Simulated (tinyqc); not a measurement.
Valley-orbit splitting of a donor ground state, with strain: one step, computed by the program tinyqc.

The basis is the 1s envelope in each valley; energies are counted from the unstrained conduction-band edge. The strain is e_s (a a^T - 1/3) for the unit stress axis a, so valley j along n_j moves by Xi_u e_s w_j with w_j = (n_j.a)^2 - 1/3: +1/3 for [111] and [-1-11], -1/3 for the others.

Task: Levels and ground state under strain. Diagonalise H; the ground vector has positive components. The density at the nucleus, and so the contact hyperfine coupling, scales as (sum_j c_j)^2/(number of valleys), which is 1 without strain; the envelopes are held fixed.

Valleys: four along <111>. Stress axis: [110].

H (meV):
```
            [111]    [1-1-1]    [-11-1]   [-1-11]
[111]    -7.21833   -0.44000   -0.44000  -0.44000
[1-1-1]  -0.44000  -14.02167   -0.44000  -0.44000
[-11-1]  -0.44000   -0.44000  -14.02167  -0.44000
[-1-11]  -0.44000   -0.44000   -0.44000  -7.21833
```

Give: levels; valley amplitudes of the ground state; hyperfine ratio A/A_0.

Result:

levels (meV): -14.57  -13.58  -7.55  -6.78

valley amplitudes of the ground state: [111] 0.0893, [1-1-1] 0.7015, [-11-1] 0.7015, [-1-11] 0.0893

hyperfine ratio A/A_0 = 0.6252
